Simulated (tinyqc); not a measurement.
Changing the channel length L: lateral field, substrate current, probability of reaching the oxide barrier and hot-carrier lifetime of a silicon transistor (pseudo-two-dimensional and lucky-electron models). Computed by tinyqc, a small Python program. Command: `OMP_NUM_THREADS=1 python tinyqc.py 3002192 3002193 out.jsonl hotcar sweep`. One thread of a shared host (Intel(R) Xeon(R) Processor @ 2.30GHz), about 0.01 s of CPU time with the checks.

Local-field models: a lucky carrier gains its energy at the peak field over a path free of collisions. Voltages are magnitudes.

Inputs (values chosen for the exercise, modelled on a silicon p-channel): oxide thickness t = 13 nm; junction depth x_j = 210 nm; mobility mu = 140 cm^2/(V s); saturation velocity v_s = 0.75 1e7 cm/s; threshold voltage V_T = 0.49 V; gate voltage V_G = 3.4 V; drain voltage V_D = 6.6 V; ionisation prefactor A_i = 8.1e+06 1/cm; ionisation field B_i = 3.63 MV/cm; hot-carrier mean free path lambda = 4.4 nm; oxide barrier phi_b = 4.6 eV; interface-trap threshold phi_it = 4.8 eV; lifetime constant H = 300 s microampere/micrometre.

Drain: abrupt.

Constants: eps_0 = 8.8541878128e-12 F/m.

Method:
- C_ox = 3.9 eps_0/t; F_sat = 2 v_s/mu; V_Dsat = V_ov F_sat L/(V_ov + F_sat L), V_ov = V_G - V_T; I_D/W = C_ox v_s (V_ov - V_Dsat).
- Scale length l = 0.22 t^(1/3) x_j^(1/2) (all in cm); F_m = sqrt(((V_D - V_Dsat)/l_e)^2 + F_sat^2), with l_e = l; length of the velocity-saturated region l_e ln((V_D - V_Dsat)/(l_e F_sat) + F_m/F_sat).
- Substrate current I_sub/I_D = (A_i/B_i)(V_D - V_Dsat) exp(-B_i/F_m); probability of reaching the oxide barrier exp(-phi_b/(e lambda F_m)); lifetime tau = (H/(I_D/W)) exp(phi_it/(e lambda F_m)).

One run for each value; columns: (1) channel length L (nm); (2) substrate current I_sub/W (microampere/micrometre); (3) peak field F_m (kV/cm); (4) V_Dsat (V); (5) lifetime tau (s):
```
(1)     (2)    (3)    (4)        (5)
370   1.007  460.0  1.678  2.440e+10
520   0.537  439.4  1.912  9.155e+10
740   0.275  420.3  2.129  3.618e+11
1100  0.132  402.3  2.334  1.567e+12
2200  0.040  379.8  2.590  1.399e+13
3100  0.024  372.4  2.676  3.386e+13
```

Give the missing row, channel length L (nm) = 1500.

Computed row; columns: (1) channel length L (nm); (2) substrate current I_sub/W (microampere/micrometre); (3) peak field F_m (kV/cm); (4) V_Dsat (V); (5) lifetime tau (s):
```
(1)     (2)    (3)    (4)        (5)
1500  0.076  390.9  2.464  4.458e+12
```

Interpolating between the two neighbouring rows (the first column on a logarithmic scale, the others too where they are positive) misses most in lifetime tau (s), by 6.4 %. Over the rows, substrate current I_sub/W (microampere/micrometre) falls from 1.01 to 0.0239 (exponent d ln y / d ln x -1.8 between the first rows and -1.5 between the last); peak field F_m (kV/cm) falls from 460 to 372 (exponent d ln y / d ln x -0.13 between the first rows and -0.058 between the last); V_Dsat (V) rises from 1.68 to 2.68 (exponent d ln y / d ln x 0.38 between the first rows and 0.095 between the last). At fixed t and x_j a shorter channel lowers V_Dsat, leaving more voltage for the pinch-off region, and carries more current. Left out: 260 (the saturated region would fill the channel).

Caution (all rows): the empirical formula for l was fitted to oxides of about 15 nm or more; for thinner ones it is an extrapolation. Caution (rows 370): the saturated region fills most of the channel, so the split into two regions is rough.

Extremes, crossings and ranges named in words are read from the listed rows.
